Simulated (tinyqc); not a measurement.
Inside a calculation: model-solid line-up of a strained alloy layer on a substrate. Values are carried at full precision from step to step, so a last printed digit may differ when a step is redone from the rounded ones.

All values of the alloy are linear in x but the gap, Eg(x) = (1 - x) Eg_A + x Eg_B - C x (1 - x), and the valence edge, Ev(x) = (1 - x) Ev_A + x Ev_B + fv C x (1 - x); Ec = Ev + Eg. Ev is the top of the unstrained valence band on a scale common to all materials. In the layer only the Gamma valley of the conduction band is followed, also where an X or L valley would lie lower.

Inputs chosen for the exercise (A near GaAs, B near GaP, substrate near GaP; the results hold for these values, not for the real material):
```
symbol  value           unit      meaning
a       (5.651, 5.455)  angstrom  lattice constant of A, B
Eg      (1.527, 2.846)  eV        gap at Gamma to the s-like level of A, B
Dso     (0.341, 0.081)  eV        spin-orbit splitting of A, B
Ev      (-0.79, -1.28)  eV        top of the unstrained valence band of A, B
ac      (-7.21, -8.22)  eV        conduction deformation potential of A, B
av      (1.17, 1.72)    eV        valence hydrostatic potential of A, B
b       (-2.02, -1.6)   eV        tetragonal shear potential of A, B
d       (-4.79, -4.6)   eV        trigonal shear potential of A, B
C11     (122.7, 139.2)  GPa       of A, B
C12     (56.5, 61.1)    GPa       of A, B
C44     (59.4, 70.7)    GPa       of A, B
C       0.18            eV        bowing of the gap
fv      0.3                       share of the bowing taken by the valence edge
x       0.83                      fraction of B
a_s     5.455           angstrom  substrate
face    110                       growth face
Eg_s    2.344           eV        lowest gap of the substrate
Ev_s    -1.28           eV        substrate valence edge
e14     -0.114          C/m^2     piezoelectric constant of the layer
eps     14.6                      dielectric constant
Lw      13              nm        thickness of the layer
```

## Values of the alloy

Interpolate.

Alloy at x (a in angstrom, C11, C12, C44 in GPa, all else in eV):
```
symbol,value
a,5.4883
Eg,2.5964
Dso,0.1252
Ev,-1.1891
ac,-8.0483
av,1.6265
b,-1.6714
d,-4.6323
C11,136.3950
C12,60.3180
C44,68.7790
```

## Strain on the (110) substrate

Coherent growth on a (110) face: e_par = (a_s - a)/a, e_perp = -(C11 + 3 C12 - 2 C44)/(C11 + C12 + 2 C44) e_par; exx = eyy = (e_par + e_perp)/2, ezz = e_par, exy = (e_perp - e_par)/2, eyz = ezx = 0.

Use the values of the alloy.

e_par = -0.006071
e_perp = 0.003265

strain tensor in the cubic axes:
```
,x,y,z
x,-0.001403,0.004668,0.000000
y,0.004668,-0.001403,0.000000
z,0.000000,0.000000,-0.006071
```

The layer is under compression in the plane; its volume changes by -0.888 %.

## Strained band edges

Strained edges: Ec + ac tr(e); the valence edges are Ev plus the levels of the 6 x 6 matrix of X, Y, Z times spin with -Dso/3 + l exx + m (eyy + ezz) on the diagonal (cyclic), n exy off it, l = av + 2 b, m = av - b, n = sqrt(3) d. Spin-orbit term (Dso/3) L.sigma on X, Y, Z with (L_k)_ij = -i epsilon_kij: <X+|H|Y+> = -i Dso/3, <X+|H|Z-> = Dso/3, <Y+|H|Z-> = -i Dso/3, <Z+|H|X-> = -Dso/3, <Z+|H|Y-> = i Dso/3, <X-|H|Y-> = i Dso/3, and their conjugates; + and - are the spin along z.

Give the hydrostatic shifts, the strain block and the edges.

ac tr(e), av tr(e) (eV): 0.0714  -0.0144

strain block (eV):
```
,X,Y,Z
X,-0.0222,-0.0375,0
Y,-0.0375,-0.0222,0
Z,0,0,0.0012
```

Ec and the three valence edges from the top (eV): 1.4787  -1.1800  -1.2178  -1.3380

strained gap = 2.6587 eV

Strain moves the gap by +62 meV: +86 meV from the volume and -24 meV from the splitting of the valence edge, which always raises the top.

## Offsets against the substrate material

dEc = Ec(substrate) - Ec(layer), dEv = Ev(layer) - Ev(substrate); positive values confine the carrier in the layer. Type I: both of one sign; type II: opposite signs; type III: the gaps do not overlap.

Give also the smallest gap across the interface, min Ec - max Ev.

dEc = -0.4147 eV
dEv = 0.1000 eV

type: II

smallest gap = 2.2440 eV

Electrons collect in the substrate material and holes in the layer. Where the alloy is indirect its X or L edge, left out, lies lower and changes dEc.

## Piezoelectric polarisation

P_x = 2 e14 eyz and cyclic. The field along the normal n of the (110) face is -P.n/(eps eps0) in a layer between thick unstrained barriers, eps0 = 8.8541878e-12 F/m; 1 kV/cm = 1e5 V/m.

P (C/m^2): 0.000000  0.000000  -0.001064

P.n = 0.000000 C/m^2
field along n = 0.0 kV/cm
potential drop across the layer = 0.0 mV

P lies along [001], in the plane of the layer, so a wide layer carries no field along its normal.

(tinyqc, `OMP_NUM_THREADS=1 python tinyqc.py 1050913 1050914 out.jsonl`, Intel(R) Xeon(R) Processor @ 2.30GHz, 1 thread, shared host, about 0.02 s.)
